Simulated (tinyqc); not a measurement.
Empirical pseudopotential in a few plane waves, step by step. One step of it, computed by the program tinyqc.

Problem. Bloch Hamiltonian at k. Basis: the 15 shortest G (labels in 2 pi/a), the same at every k. H(G,G') = c |k + G|^2 delta + VS(|G-G'|^2) cos((G-G').tau) + i VA sin((G-G').tau), tau = a/8 (1,1,1); 1 Ry = 13.605693 eV.

Parameters chosen for this model: fcc lattice, atoms at +/- a/8 (1,1,1); form factors in rydberg at |G|^2 in units of (2 pi/a)^2:

| parameter | value | unit |
|---|---|---|
| a | 5.390000 | angstrom |
| VS(3) | -0.230000 | Ry |
| VS(8) | 0.026000 | Ry |
| VS(11) | 0.056000 | Ry |
| VA(3) | 0.032000 | Ry |
| VA(4) | 0.070000 | Ry |
| VA(11) | 0.009000 | Ry |
| hbar^2/2m (2 pi/a)^2 | 5.177321 | eV |

k point k (2 pi / a): -0.330000  0.490000  0.600000

Give: H(k) at k.

Solution.

H(k) at k (eV), lower triangle (Hermitian):
```
               +0+0+0         -1-1-1         -1-1+1         -1+1-1
+0+0+0          3.671
-1-1-1   2.213-0.308i         11.333
-1-1+1  -2.213-0.308i   0.000+0.952i         23.759
-1+1-1  -2.213-0.308i   0.000+0.952i          0.354         21.481
-1+1+1  -2.213+0.308i         -0.354   0.000+0.952i   0.000+0.952i
+1-1-1  -2.213-0.308i   0.000+0.952i          0.354          0.354
+1-1+1  -2.213+0.308i         -0.354   0.000+0.952i          0.000
+1+1-1  -2.213+0.308i         -0.354          0.000   0.000+0.952i
+1+1+1   2.213+0.308i          0.000         -0.354         -0.354
-2+0+0   0.000-0.952i  -2.213+0.308i  -2.213-0.308i  -2.213-0.308i
+0-2+0   0.000-0.952i  -2.213+0.308i  -2.213-0.308i   0.539-0.087i
+0+0-2   0.000-0.952i  -2.213+0.308i   0.539-0.087i  -2.213-0.308i
+0+0+2   0.000+0.952i  -0.539-0.087i   2.213+0.308i  -0.539+0.087i
+0+2+0   0.000+0.952i  -0.539-0.087i  -0.539+0.087i   2.213+0.308i
+2+0+0   0.000+0.952i  -0.539-0.087i  -0.539+0.087i  -0.539+0.087i

               -1+1+1         +1-1-1         +1-1+1         +1+1-1
-1+1+1         33.906
+1-1-1          0.000          4.499
+1-1+1          0.354   0.000+0.952i         16.925
+1+1-1          0.354   0.000+0.952i          0.354         14.647
+1+1+1   0.000+0.952i         -0.354   0.000+0.952i   0.000+0.952i
-2+0+0   2.213-0.308i   0.539-0.087i  -0.539-0.087i  -0.539-0.087i
+0-2+0  -0.539-0.087i  -2.213-0.308i   2.213-0.308i  -0.539-0.087i
+0+0-2  -0.539-0.087i  -2.213-0.308i  -0.539-0.087i   2.213-0.308i
+0+0+2  -2.213+0.308i  -0.539+0.087i  -2.213+0.308i   0.539+0.087i
+0+2+0  -2.213+0.308i  -0.539+0.087i   0.539+0.087i  -2.213+0.308i
+2+0+0   0.539+0.087i   2.213+0.308i  -2.213+0.308i  -2.213+0.308i

               +1+1+1  -2+0+0  +0-2+0  +0+0-2
+1+1+1         27.072
-2+0+0  -0.539+0.087i  31.214
+0-2+0  -0.539+0.087i   0.354  14.232
+0+0-2  -0.539+0.087i   0.354   0.354  11.954
+0+0+2  -2.213-0.308i  -0.354  -0.354   0.000
+0+2+0  -2.213-0.308i  -0.354   0.000  -0.354
+2+0+0  -2.213-0.308i   0.000  -0.354  -0.354

        +0+0+2  +0+2+0  +2+0+0
+0+0+2  36.806
+0+2+0   0.354  34.528
+2+0+0   0.354   0.354  17.546
```
